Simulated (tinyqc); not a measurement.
## Doping from the ideality factor

Inverse problem. For thermionic-field emission over a Schottky barrier the ideality factor is n = u coth(u) with u = E00/Vt and E00 = (hbar/2) sqrt(Nd/(me m0 eps0 eps_r)) in SI units (volts). Find u, E00 and Nd.

Inputs (values chosen for the exercise); band and dielectric values those of a made-up semiconductor:
- T = 350 K (temperature)
- me = 0.255 m0 (electron mass)
- eps_r = 9.39 (relative permittivity)

Constants: q = 1.602176634e-19 C, kB = 1.380649e-23 J/K, eps0 = 8.8541878128e-12 F/m, hbar = 1.054571817e-34 J s, m0 = 9.1093837015e-31 kg, Vt = kB T/q. Results are converted to the units shown.

n = 1.2460415

Answer. u coth(u) rises steadily from 1, so n fixes u; the definition of E00 then gives Nd.

u = 0.881
E00 = 26.6 meV
Nd = 4.90e18 cm^-3

tinyqc, about 0.05 s, one thread, Intel Xeon 2.30GHz (shared host): `OMP_NUM_THREADS=1 python tinyqc.py 2640119 2640120 out.jsonl`
